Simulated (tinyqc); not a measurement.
Inside a calculation. Method: empirical pseudopotential in a few plane waves. One step of it, computed by the program tinyqc.

Question. Bloch Hamiltonian at k. Basis: the 15 shortest G (labels in 2 pi/a), the same at every k. H(G,G') = c |k + G|^2 delta + VS(|G-G'|^2) cos((G-G').tau) + i VA sin((G-G').tau), tau = a/8 (1,1,1); 1 Ry = 13.605693 eV.

Parameters chosen for this model: fcc lattice, atoms at +/- a/8 (1,1,1); form factors in rydberg at |G|^2 in units of (2 pi/a)^2:
```
parameter                 value      unit
a                      5.980000  angstrom
VS(3)                 -0.221000        Ry
VS(8)                  0.015000        Ry
VS(11)                 0.039000        Ry
VA(3)                         0        Ry
VA(4)                         0        Ry
VA(11)                        0        Ry
hbar^2/2m (2 pi/a)^2   4.206107        eV
```

k point k (2 pi / a): 0.400000  -0.410000  0.120000

Give: H(k) at k.

Answer.

H(k) at k (eV), lower triangle:
```
        +0+0+0  -1-1-1  -1-1+1  -1+1-1  -1+1+1  +1-1-1  +1-1+1  +1+1-1
+0+0+0   1.441
-1-1-1   2.126  13.134
-1-1+1  -2.126   0.000  15.152
-1+1-1  -2.126   0.000   0.204   6.236
-1+1+1  -2.126  -0.204   0.000   0.000   8.254
+1-1-1  -2.126   0.000   0.204   0.204   0.000  19.863
+1-1+1  -2.126  -0.204   0.000   0.000   0.204   0.000  21.882
+1+1-1  -2.126  -0.204   0.000   0.000   0.204   0.000   0.204  12.965
+1+1+1   2.126   0.000  -0.204  -0.204   0.000  -0.204   0.000   0.000
-2+0+0   0.000  -2.126  -2.126  -2.126   2.126   0.375  -0.375  -0.375
+0-2+0   0.000  -2.126  -2.126   0.375  -0.375  -2.126   2.126  -0.375
+0+0-2   0.000  -2.126   0.375  -2.126  -0.375  -2.126  -0.375   2.126
+0+0+2   0.000  -0.375   2.126  -0.375  -2.126  -0.375  -2.126   0.375
+0+2+0   0.000  -0.375  -0.375   2.126  -2.126  -0.375   0.375  -2.126
+2+0+0   0.000  -0.375  -0.375  -0.375   0.375   2.126  -2.126  -2.126

        +1+1+1  -2+0+0  +0-2+0  +0+0-2  +0+0+2  +0+2+0  +2+0+0
+1+1+1  14.984
-2+0+0  -0.375  11.535
+0-2+0  -0.375   0.204  25.163
+0+0-2  -0.375   0.204   0.204  16.246
+0+0+2  -2.126  -0.204  -0.204   0.000  20.284
+0+2+0  -2.126  -0.204   0.000  -0.204   0.204  11.367
+2+0+0  -2.126   0.000  -0.204  -0.204   0.204   0.204  24.995
```
